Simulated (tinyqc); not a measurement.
Resistance of a tapered via with liner, size effect and interface: via resistance against the diameter at the bottom.

A round via whose diameter grows from db at the bottom as D(z) = db + 2 z/tan(ang). The fill, of diameter D - 2 tl, starts above the bottom liner (thickness fb tl) and has rho = rho0 (1 + ks lam/(D - 2 tl)); the sidewall liner conducts in parallel with it. The bottom liner and the interface are crossed over the full area pi db^2/4. Spreading in the lines above and below is left out.

Slices between z0 = fb tl and hv, evaluated at their midpoints: conductance per length pi/4 [(D - 2 tl)^2/rho + (D^2 - (D - 2 tl)^2)/rl], slice resistance = slice height over that. 2000 slices. R_fill = sum of the slices; R_bottom = rl fb tl/(pi db^2/4); R_interface = ri/(pi db^2/4); ballistic (Sharvin) limit 1/(Sb pi (db - 2 tl)^2/4); ideal cylinder rho0 hv/(pi db^2/4).

Parameters, values chosen for the exercise; fill metal close to ruthenium:

| symbol | value | unit | meaning |
|---|---|---|---|
| hv | 71 | nm | height |
| ang | 88 | degrees | sidewall angle |
| rho0 | 7.84 | uohm cm | bulk resistivity of the fill |
| lam | 6.59 | nm | mean free path of the fill |
| ks | 1.3 |  | size-effect factor |
| tl | 0 | nm | liner on the sidewall |
| fb | 0.5 |  | liner at the bottom over that on the sidewall |
| rl | 480 | uohm cm | resistivity of the liner |
| ri | 5.6e-13 | ohm cm^2 | interface resistivity at the bottom |
| Sb | 1.5e15 | S/m^2 | ballistic conductance per area, about 3/(4 rho0 lam) |

The same in every row: R_bottom (ohm) = 0.

Result of one run:

| R_fill (ohm) | R_interface (ohm) | R (ohm) | ballistic limit (ohm) | R over ideal cylinder | largest part |
|---|---|---|---|---|---|
| 2.2163 | 0.021195 | 2.2375 | 0.25233 | 1.0620 | fill |

Which diameter at the bottom db gave this result: 8.3, 16, 30, 42 or 58 nm?

db = 58 nm.

The whole series:

| db (nm) | R_fill (ohm) | R_interface (ohm) | R (ohm) | ballistic limit (ohm) | R over ideal cylinder | largest part |
|---|---|---|---|---|---|---|
| 6 | 226.87 | 1.9806 | 228.85 | 23.579 | 1.1624 | fill |
| 8.3 | 118.45 | 1.0350 | 119.48 | 12.321 | 1.1614 | fill |
| 11 | 66.931 | 0.58927 | 67.521 | 7.0151 | 1.1528 | fill |
| 16 | 31.113 | 0.27852 | 31.391 | 3.3157 | 1.1339 | fill |
| 22 | 16.175 | 0.14732 | 16.323 | 1.7538 | 1.1147 | fill |
| 30 | 8.5508 | 0.079224 | 8.6300 | 0.94314 | 1.0959 | fill |
| 42 | 4.2878 | 0.040420 | 4.3282 | 0.48119 | 1.0773 | fill |
| 58 | 2.2163 | 0.021195 | 2.2375 | 0.25233 | 1.0620 | fill |
| 80 | 1.1512 | 0.011141 | 1.1623 | 0.13263 | 1.0496 | fill |

R falls from 229 to 1.16 ohm. The fill is the largest part at db = 6 and in all other rows. R goes as db^(-2.00) between the first two rows and db^(-2.04) between the last two; area alone gives -2.

Numbers from tinyqc (`OMP_NUM_THREADS=1 python tinyqc.py 2750174 2750175 out.jsonl`; about 0.01 s on one thread of a shared Intel Xeon 2.30GHz).
